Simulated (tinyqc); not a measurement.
Retention against time.

Retention: filled traps are spread evenly in depth from E1 to E2, and each empties at the rate nu exp(-E/kB T). The share left is the mean of exp(-nu t exp(-E/kB T)) = [kB T/(E2 - E1)] [E1x(nu t exp(-E2/kB T)) - E1x(nu t exp(-E1/kB T))], E1x the exponential integral; traps shallower than about Ed = kB T ln(nu t) are empty.

Values chosen for this exercise: storage temperature T = 398 K; shallowest trap depth E1 = 0.79 eV; deepest trap depth E2 = 1.79 eV; attempt frequency nu = 1e12 1/s.

Constants: q = 1.602176634e-19 C, kB = 1.380649e-23 J/K, Vt = kB T/q. Results are converted to the units shown.

Retention against time:

| t (s) | Ed (eV) | share left |
|---|---|---|
| 1 | 0.9477 | 0.8225 |
| 100 | 1.106 | 0.6646 |
| 10000 | 1.264 | 0.5067 |
| 1e5 | 1.343 | 0.4277 |
| 1e6 | 1.421 | 0.3487 |
| 1e7 | 1.500 | 0.2697 |
| 1e8 | 1.579 | 0.1908 |
| 1e9 | 1.658 | 0.1125 |

The share left falls from 0.823 to 0.113. Ed moves by 0.0790 eV a decade and reaches E1 at t = 0.0101 s; from then on the loss is linear in log t, 7.90 % a decade, until Ed comes within a few kB T of E2, which it reaches at 4.64e10 s.

Numbers from tinyqc (`OMP_NUM_THREADS=1 python tinyqc.py 2130138 2130139 out.jsonl`; about 0.06 s on one thread of a shared Intel Xeon 2.30GHz).
